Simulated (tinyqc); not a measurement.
## Peak shift with the field

The DLTS signal is S = C(t2) - C(t1), the change of the capacitance transient between two sampling times. Emission rate en = sn vth(T) Nc(T) exp(-Et/kB T) = sn g T^2 exp(-Et/kB T), g = vth Nc/(300 K)^2, as vth goes as T^0.5 and Nc as T^1.5 (degeneracy factor 1). For an exponential transient S peaks where en = ew = ln(t2/t1)/(t2 - t1). A Coulomb centre of charge +q (when empty) in the field F lowers its barrier by dE = sqrt(q F/(pi eps0 eps_r)) along the field. One-dimensional rate: en exp(b), b = dE/kB T; three-dimensional (Hartke): en {[1 + (b - 1) exp(b)]/b^2 + 1/2}. The peak temperatures solve rate = ew.

Inputs (values chosen for the exercise); material values those of a made-up semiconductor:
```
symbol,value,unit,meaning
eps_r,11.9,,relative permittivity
Nc,4.62e17,cm^-3,conduction-band density of states at 300 K
vth,4e7,cm/s,thermal velocity at 300 K
Et,0.45,eV,depth of the trap below the conduction edge
sn,6.7e-16,cm^2,capture cross-section
t1,5,ms,first sampling time
t2,20,ms,second sampling time
```

Constants: q = 1.602176634e-19 C, kB = 1.380649e-23 J/K, eps0 = 8.8541878128e-14 F/cm where lengths are in cm. Results are converted to the units shown.

Result of one run:

| dE (meV) | T peak, one-dimensional (K) | T peak, three-dimensional (K) |
|---|---|---|
| 22.00 | 268.6 | 276.1 |

Which field at the trap F gave this result: 1.9, 4.4, 10 or 120 kV/cm?

F = 10 kV/cm.

The whole series:

| F (kV/cm) | dE (meV) | T peak, one-dimensional (K) | T peak, three-dimensional (K) |
|---|---|---|---|
| 1.9 | 9.590 | 275.6 | 279.1 |
| 4.4 | 14.59 | 272.8 | 277.9 |
| 10 | 22.00 | 268.6 | 276.1 |
| 23 | 33.37 | 262.1 | 272.8 |
| 54 | 51.12 | 252.0 | 266.8 |
| 120 | 76.21 | 237.7 | 256.6 |
| 280 | 116.4 | 214.6 | 237.2 |

dE grows as the square root of F, from 9.59 to 116 meV. The peak, at 281.0 K without field, moves down by 66.5 K (one-dimensional) or 43.9 K (three-dimensional) in the last row. A centre that is neutral when empty has no such long-range lowering, so the shift tells the charge state.

Program tinyqc, `OMP_NUM_THREADS=1 python tinyqc.py 2050108 2050109 out.jsonl`; Intel Xeon 2.30GHz, shared host, one thread, about 0.01 s.
